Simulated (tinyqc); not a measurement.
From results back to parameters: static screening by free carriers. Two cases, with inputs chosen for the exercise.

Problem. At zero temperature the gas shows Friedel oscillations of period pi/kF and a Thomas-Fermi length 1/qTF; n and m are hidden.

kF = (3 pi^2 n/Mv)^(1/3), EF = c kF^2/m with c = hbar^2/2m0, n in 1/angstrom^3 (1e-24 per 1/cm^3), e2 = e^2/(4 pi eps0). Thomas-Fermi: qTF^2 = 6 pi e2 n/(eps EF). Debye: qD^2 = 4 pi e2 n/(eps kB T).

Constants: hbar^2/2m0 = 3.80998211 eV angstrom^2; e^2/(4 pi eps0) = 14.39964547 eV angstrom.

Find: kF; n; m.

Method. kF = pi/period and n = Mv kF^3/(3 pi^2); qTF^2 = 2 e2 Mv m kF/(pi eps c) then gives m.

Case 1.

Values chosen (out of a larger set: a free-electron density near that of Al; not measured data): Mv = 1 (valleys); eps = 1 (background dielectric constant).

period = 1.79522 angstrom
1/qTF = 0.487336 angstrom

Solution.

kF = 1.750 1/angstrom
n = 1.81e+23 1/cm^3
m = 1.000 m0

Case 2.

Values chosen (out of a larger set: a free-electron density near that of Al; not measured data): Mv = 1 (valleys); eps = 1 (background dielectric constant).

period = 1.80188 angstrom
1/qTF = 0.488240 angstrom

Solution.

kF = 1.744 1/angstrom
n = 1.79e+23 1/cm^3
m = 1.000 m0

Computed by tinyqc, one run a case: `OMP_NUM_THREADS=1 python tinyqc.py N N+1 out.jsonl` with N = 1652077, 1652118; one thread of a shared Intel(R) Xeon(R) Processor @ 2.30GHz, about 0.01 s a run at most.
